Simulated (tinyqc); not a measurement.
Efficiency against current: defect, radiative and Auger recombination at equal electron and hole densities (ABC model).

J/(e d) = Ae n + B n^2 + C n^3 with Ae = A + 4 S/w (four side walls, carriers spread evenly), e = 1.602176634e-19 C, lengths in cm; internal efficiency IQE = B n^2/(Ae n + B n^2 + C n^3); all injected carriers recombine in the layer.

Inputs chosen for the exercise (orders of magnitude like those quoted for Ge; shifted at random, so the results belong to these values and not to a real crystal):
```
symbol  value    unit        meaning
A       45000    1/s         defect rate
B       9.4e-14  cm^3/s      radiative coefficient
C       3.8e-31  cm^6/s      Auger coefficient
S       4700     cm/s        recombination velocity of the side walls
w       7.9      micrometre  side of the square mesa
d       380      nm          active thickness
```

The slope is d ln(B n^2)/d ln J = 2 (Ae + B n + C n^2)/(Ae + 2 B n + 3 C n^2).

Results:
```
J (A/cm^2)  n (1/cm^3)       IQE  slope  differential lifetime (ns)
2.0           1.38e+16  5.43e-05  2.000                        41.9
9.0           6.20e+16  0.000244  1.999                        41.9
40            2.75e+17   0.00108  1.993                        41.7
1.0e+02       6.82e+17   0.00266  1.966                        40.8
6.0e+02       3.44e+18    0.0113  1.510                        26.3
2.0e+03       7.32e+18    0.0153  1.040                        11.6
9.0e+03       1.43e+19    0.0131  0.792                        3.84
4.0e+04       2.50e+19   0.00892  0.712                        1.35
6.0e+05       6.34e+19   0.00383  0.674                       0.217
```

Give the missing row, J (A/cm^2) = 1.0e+05.

Computed row:
```
J (A/cm^2)  n (1/cm^3)      IQE  slope  differential lifetime (ns)
1.0e+05       3.44e+19  0.00678  0.691                       0.724
```

IQE peaks at 0.0154 for J = 2.34e+03 A/cm^2, where the slope passes 1. It is 5.43e-05 at the lowest current and 0.00383 at the highest, a droop of 75 %. The slope runs from 2.00 to 0.67; its limits are 2 (defects alone), 1 (radiation alone) and 2/3 (Auger alone). Rows above 1e5 A/cm^2 (1 of them) are formal: heating, left out, would destroy a real device.

Program tinyqc; command `OMP_NUM_THREADS=1 python tinyqc.py 1682775 1682776 out.jsonl`; about 0.01 s on one thread of a shared Intel(R) Xeon(R) Processor @ 2.30GHz.
